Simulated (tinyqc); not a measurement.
Propagation of a band-gap error through k.p and effective-mass formulas: one step. Far from the edge the relative error shrinks. Three cases, with inputs chosen for the exercise.

Question. Two-level dispersion E(k) = sqrt(E^2/4 + Ep c k^2) - E/2 at k/4, k, 4k for both gaps, c = hbar^2/2m0.

Constants: hbar^2/2m0 = 3.80998211 eV angstrom^2.

Give: Energies above the edge.

Case 1.

Values chosen (reference values near those of GaAs, gap at low temperature; not measured data):
- Eg = 1.53 eV (gap at Gamma to the s-like level)
- Eg2 = 0.918 eV (a wrong gap, of the size a semi-local functional can give)
- Ep = 25.9 eV (Kane energy)
- k = 0.036 1/angstrom (wave vector)

Answer.

Energies above the edge:

| k (1/angstrom) | at Eg (eV) | at Eg2 (eV) | ratio |
|---|---|---|---|
| 0.00900 | 0.0052 | 0.0086 | 1.657 |
| 0.03600 | 0.0795 | 0.1229 | 1.546 |
| 0.14400 | 0.8572 | 1.0433 | 1.217 |

The ratio tends to Eg/Eg2 = 1.67 at k = 0 and goes from 1.657 to 1.217: at large k both curves approach the same slope sqrt(Ep c), while their distance in eV grows towards |Eg - Eg2|/2.

Case 2.

Values chosen (reference values near those of InSb, gap at low temperature; not measured data):
- Eg = 0.236 eV (gap at Gamma to the s-like level)
- Eg2 = 0.116 eV (a wrong gap)
- Ep = 23.7 eV (Kane energy)
- k = 0.048 1/angstrom (wave vector)

Answer.

Energies above the edge:

| k (1/angstrom) | at Eg (eV) | at Eg2 (eV) | ratio |
|---|---|---|---|
| 0.01200 | 0.0461 | 0.0699 | 1.517 |
| 0.04800 | 0.3531 | 0.4018 | 1.138 |
| 0.19200 | 1.7103 | 1.7674 | 1.033 |

The ratio tends to Eg/Eg2 = 2.03 at k = 0 and goes from 1.517 to 1.033: at large k both curves approach the same slope sqrt(Ep c), while their distance in eV grows towards |Eg - Eg2|/2.

Case 3.

Values chosen (reference values near those of ZnSe, gap at low temperature; not measured data):
- Eg = 2.834 eV (gap at Gamma to the s-like level)
- Eg2 = 1.672 eV (a wrong gap, of the size a semi-local functional can give)
- Ep = 23.8 eV (Kane energy)
- k = 0.027 1/angstrom (wave vector)

Answer.

Energies above the edge:

| k (1/angstrom) | at Eg (eV) | at Eg2 (eV) | ratio |
|---|---|---|---|
| 0.00675 | 0.0015 | 0.0025 | 1.693 |
| 0.02700 | 0.0231 | 0.0386 | 1.670 |
| 0.10800 | 0.3339 | 0.4894 | 1.466 |

The ratio tends to Eg/Eg2 = 1.69 at k = 0 and goes from 1.693 to 1.466: at large k both curves approach the same slope sqrt(Ep c), while their distance in eV grows towards |Eg - Eg2|/2.

Computed by tinyqc, one run a case: `OMP_NUM_THREADS=1 python tinyqc.py N N+1 out.jsonl` with N = 1850875, 1851212, 1851223; one thread of a shared Intel(R) Xeon(R) Processor @ 2.30GHz, about 0.01 s a run at most.
